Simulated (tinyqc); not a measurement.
Self-heating of a transistor with one or more fingers, with temperature-dependent conductivity: one step, computed by the program tinyqc.

N long parallel fingers lie on the top face of a slab whose bottom is held at T_0; the top is otherwise insulated, and heat flows in two dimensions. P in W/mm is 1000 P in W/m.

Question. Linear temperature rise of each finger. theta_i = (P/(pi kappa_0)) [g_0 + sum over j != i of g(|i - j| s)], with equal powers and constant conductivity; thermal resistance = largest theta/P.

Inputs (values chosen for the exercise, modelled on diamond):
```
quantity                                      value        unit
conductivity at the base temperature kappa_0   1510     W/(m K)
power per gate width P                          2.1        W/mm
fingers N                                         3           -
width of the heat source w                     0.32  micrometre
phonon free path Lambda                         480          nm
```

Power: fixed power.

own factor g_0 = 8.777928

g(j s), j = 1..7: 2.727898  2.039013  1.640596  1.362665  1.151865  0.984343  0.847291

Give: theta of each finger; largest theta; thermal resistance.

Answer.

theta of each finger (K): 5.9961  6.3010  5.9961

largest theta = 6.3010 K

thermal resistance = 3.0005 K mm/W

The neighbours supply 38 % of the rise of the hottest finger, which runs 0.3 K above the outer ones. Caution: the source is narrower than two phonon free paths, so the Fourier result understates the rise at the source.
